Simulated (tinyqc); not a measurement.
Crystal pulling from the melt: segregation, interface stability, heat balance and point-defect regime: one step, computed by the program tinyqc.

A dilute solute; steady pulling with a flat interface unless it is found unstable.

Task: Boundary layer and effective coefficient. delta = 1.61 D^(1/3) nu^(1/6) omega^(-1/2), omega = 2 pi rpm/60; k_eff = k0/[k0 + (1 - k0) exp(-V delta/D)] (Burton, Prim and Slichter); the melt at the interface is enriched by k_eff/k0.

Inputs (values chosen for the exercise, modelled on phosphorus in silicon): equilibrium coefficient k0 = 0.35; diffusivity in the melt D = 0.00016 cm^2/s; kinematic viscosity nu = 0.0036 cm^2/s; crystal rotation = 12 rpm; pull rate V = 1.4 mm/min.

Give: boundary layer delta; V delta/D; k_eff; enrichment at the interface.

Result:

boundary layer delta = 305.2 micrometre

V delta/D = 0.4451

k_eff = 0.4566

enrichment at the interface = 1.305

k_eff has moved 16.4 % of the way from k0 to 1. A 10 % ripple of V gives striations of 2.42 % in C_s, since d ln k_eff/d ln V = (1 - k_eff) V delta/D.
